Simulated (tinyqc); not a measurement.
# Random telegraph noise from one oxide trap in a small MOSFET: effects of single changes

An acceptor-like trap exchanges electrons with the channel. Inversion charge Q = Cox u, u = n Vt W0(exp((Vg - VT)/(n Vt))), W0 the Lambert function, n = nf, Cox = eps0 eox/tox; linear regime Id = (W/L) mu Q Vd. Relative to threshold the surface potential rises by Vt ln(u/u0) and the oxide voltage by the rest of Vg - VT, with u0 = n Vt W0(1).

Values chosen for this exercise; values of the order met in silicon transistors:
```
symbol    value        unit                                                                 meaning
T           350           K                                                             temperature
eox         3.9              relative permittivity of the gate insulator (close to silicon dioxide)
tox         2.4          nm                                                     insulator thickness
xt         0.82          nm                            depth of the trap from the channel interface
E0         0.33          eV                   trap level above the channel Fermi level at threshold
s0        1e-15        cm^2                                                       capture prefactor
EB         0.39          eV                                    capture barrier (lattice relaxation)
lt         0.16          nm                                                 tunnelling decay length
vth       1.7e7        cm/s                                                        thermal velocity
zi          2.5          nm                                        thickness of the inversion layer
VT         0.45           V                                                       threshold voltage
nf         1.39                                                                         body factor
W           140          nm                                                              gate width
L            40          nm                                                             gate length
mu          370  cm^2/(V s)                                                                mobility
asc     1.6e-16         V s                              scattering coefficient of the charged trap
Vd         0.05           V                                                           drain voltage
Vg         1.19           V                                                            gate voltage
```

Constants: q = 1.602176634e-19 C, kB = 1.380649e-23 J/K, Vt = kB T/q, eps0 = 8.8541878128e-14 F/cm where lengths are in cm. Results are converted to the units shown.

Each table varies one quantity; the others keep the values above.

## Time constants and noise against gate voltage

N = Cox u/q; dpsi = Vt ln(u/u0); E = E0 - dpsi - (xt/tox)(Vg - VT - dpsi); capture time tc = 1/[(N/zi) vth s0 exp(-xt/lt - EB/Vt)]; emission time te = tc exp(-E/Vt); occupancy te/(tc + te). A = W L; threshold step dV = q (1 - xt/tox)/(Cox A); gm/Id = 1/(u + n Vt); relative step dI/I = (gm/Id) dV + asc mu/A. fc = (1/tc + 1/te)/(2 pi); rms = (dI/I) sqrt(tc te)/(tc + te).

Time constants and noise against gate voltage:
```
Vg (V)    E (eV)    tc (s)    te (s)  occupancy  dI/I (%)  fc (Hz)  rms dI/I (%)
0.98     0.09133  2.630e-4  1.273e-5    0.04617    0.3818  1.310e4       0.08013
1.04     0.06845  2.334e-4  2.412e-5    0.09367    0.3531     7281        0.1029
1.1      0.04581  2.095e-4  4.587e-5     0.1796    0.3297     4229        0.1265
1.16     0.02337  1.899e-4  8.753e-5     0.3155    0.3101     2656        0.1441
1.22    0.001083  1.736e-4  1.675e-4     0.4910    0.2936     1867        0.1468
1.28    -0.02106  1.598e-4  3.213e-4     0.6678    0.2795     1491        0.1316
1.34    -0.04309  1.480e-4  6.176e-4     0.8067    0.2673     1333        0.1056
1.4     -0.06501  1.378e-4  0.001189     0.8962    0.2567     1289       0.07830
1.46    -0.08684  1.289e-4  0.002294     0.9468    0.2474     1305       0.05551
```

Read the table: what changes, and by how much?

tc falls from 2.63e-4 to 1.29e-4 s as the channel fills and te rises from 1.27e-5 to 0.00229 s; they are equal at Vg = 1.22 V, where E = 0. The rms noise goes from 0.0801 through a maximum of 0.147 (at Vg = 1.22 V among the rows listed) to 0.0555 %. The slope -Vt d ln(tc/te)/dVg is 0.381 between the first two rows and 0.364 between the last two; it tends to xt/tox = 0.342 only when the surface potential stops moving.

## Effect of the gate length

Same model as above.

The same in every row: E (eV) = 0.012206; tc (s) = 1.8143e-4; te (s) = 1.2105e-4; occupancy = 0.40019; fc (Hz) = 2192.0.

Result of one run:
```
L (nm)  dI/I (%)  rms dI/I (%)
500     0.024122      0.011818
```

What becomes of these results when the gate length L is changed from 500 to 41 nm, all else the same?

Result of the changed run:
```
L (nm)  dI/I (%)  rms dI/I (%)
41       0.29417       0.14413
```

The whole series:
```
L (nm)  dI/I (%)  rms dI/I (%)
15       0.80407       0.39394
25       0.48244       0.23637
41       0.29417       0.14413
67       0.18002      0.088196
110      0.10965      0.053719
180     0.067006      0.032828
300     0.040203      0.019697
500     0.024122      0.011818
```

As L goes from 15 to 500, tc stays at 1.81e-4 s, te stays at 1.21e-4 s and dI/I falls from 0.804 to 0.0241 %. The step goes as 1/(W L), while the times do not depend on the size.

Range of the model: VT is taken as given; short-channel effects and the uneven flow of current among few electrons are left out.

Computed by the program tinyqc: `OMP_NUM_THREADS=1 python tinyqc.py 2710107 2710108 out.jsonl`, one thread of a shared Intel Xeon 2.30GHz, about 0.01 s for the whole run.
